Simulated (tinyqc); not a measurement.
# Single-photon avalanche diode, trigger probability and counting: what changes with what

A multiplication layer of width W with the uniform field V/W; alpha = an exp(-bn/E) for electrons, beta = ap exp(-bp/E) for holes (local model, no dead space). a = alpha W, b = beta W. Electrons enter at x = 0, holes at x = W. P0 is the probability that an electron entering at 0 starts a lasting avalanche, PW the same for a hole entering at W.

Values chosen for this exercise; ionisation coefficients close to those of germanium:
```
symbol   value   unit                                                       meaning
an      1.56e7   1/cm                                            electron prefactor
bn         1.6  MV/cm                                                electron field
ap      9.95e6   1/cm                                                hole prefactor
bp        1.29  MV/cm                                                    hole field
W          0.3     um                             width of the multiplication layer
eta       0.54         probability that a photon makes a pair that enters the layer
Gd          57    1/s                          thermal generation rate in the layer
td          50     ns                                                     dead time
Cd          34     fF                                             diode capacitance
Rq          50   kohm                                             quench resistance
pa      3.4e-8                           trapping probability per avalanche carrier
tt          51     ns                                             trap release time
nph      4.1e7    1/s                                                   photon rate
```

Constants: q = 1.602176634e-19 C. Results are converted to the units shown.

Each table varies one quantity; the others keep the values above.

## Effect of the excess bias

Breakdown: ln(a/b) = a - b with a not equal to b. Above it PW/(1 - PW) = [P0/(1 - P0)] exp(b - a) and b ln(1 - P0) = a ln(1 - PW); the mean over pairs made evenly in the layer is Pm = ln[(1 - PW)/(1 - P0)]/(a - b). PDP = eta P0; dark counts Gd Pm; avalanche charge Cd Vx/q; afterpulse probability pa (Cd Vx/q) exp(-td/tt) Pm; true rate n = nph PDP + dark counts; measured n/(1 + n td) (non-paralysable) or n exp(-n td) (paralysable); recharge time Rq Cd.

Effect of the excess bias:
```
Vx (V)  Vx/VB (%)        P0       PW       Pm       PDP  dark counts (1/s)  afterpulse (%)
0.073      1.0023  0.073218  0.15777  0.11080  0.039538             6.3158       0.0021895
0.12       1.6476   0.11794  0.24507  0.17546  0.063690             10.001       0.0056995
0.18       2.4714   0.17242  0.34273  0.25115  0.093105             14.315        0.012237
0.29       3.9817   0.26505  0.48862  0.37224   0.14313             21.217        0.029220
0.46       6.3158   0.39128  0.65086  0.52208   0.21129             29.759        0.065008
0.73       10.023   0.55488  0.80752  0.69081   0.29963             39.376         0.13651
1.2        16.476   0.75341  0.93093  0.85745   0.40684             48.875         0.27852
1.8        24.714   0.89497  0.98171  0.94973   0.48328             54.135         0.46275
2.9        39.817   0.98463  0.99869  0.99427   0.53170             56.674         0.78050
```

VB is 7.283 V. P0 rises from 0.0732 to 0.985 and PW rises from 0.158 to 0.999; P0 goes as Vx^(0.96) at the start and Vx^(0.20) at the end. Holes trigger better in every row. The afterpulse probability keeps growing, as Vx^(1.10) at the end, because the avalanche charge grows with Vx. For Vx = 2.9 the excess bias passes a quarter of VB, where tunnelling adds dark counts that are left out here.

## Effect of the width of the multiplication layer

Same model as above.

The excess bias is 10 % of VB in every row.

Results:
```
W (um)  VB (V)  E at VB (MV/cm)  beta/alpha at VB      P0      PW
0.15     4.129           0.2753             1.967  0.5330  0.7412
0.25     6.264           0.2506             2.198  0.5490  0.7907
0.67     14.30           0.2135             2.725  0.5716  0.8679
1.1      21.85           0.1987             3.037  0.5795  0.8980
1.8      33.45           0.1858             3.383  0.5853  0.9226
3        52.24           0.1741             3.784  0.5895  0.9430
5        81.89           0.1638             4.233  0.5920  0.9590
```

Estimate the missing row, W = 0.41 um.

Computed row:
```
W (um)  VB (V)  E at VB (MV/cm)  beta/alpha at VB      P0      PW
0.41     9.450           0.2305             2.448  0.5616  0.8324
```

With this row back in the table: As W grows, VB rises from 4.13 to 81.9 V, as W^(0.85) on average, the breakdown field falls from 0.275 to 0.164 MV/cm and beta/alpha rises from 1.97 to 4.23. At equal relative excess P0 rises from 0.533 to 0.592 and PW rises from 0.741 to 0.959. For W = 0.15, 0.25 dead space and band-to-band tunnelling, left out here, matter.

tinyqc, about 0.01 s, one thread, Intel Xeon 2.30GHz (shared host): `OMP_NUM_THREADS=1 python tinyqc.py 2630138 2630139 out.jsonl`
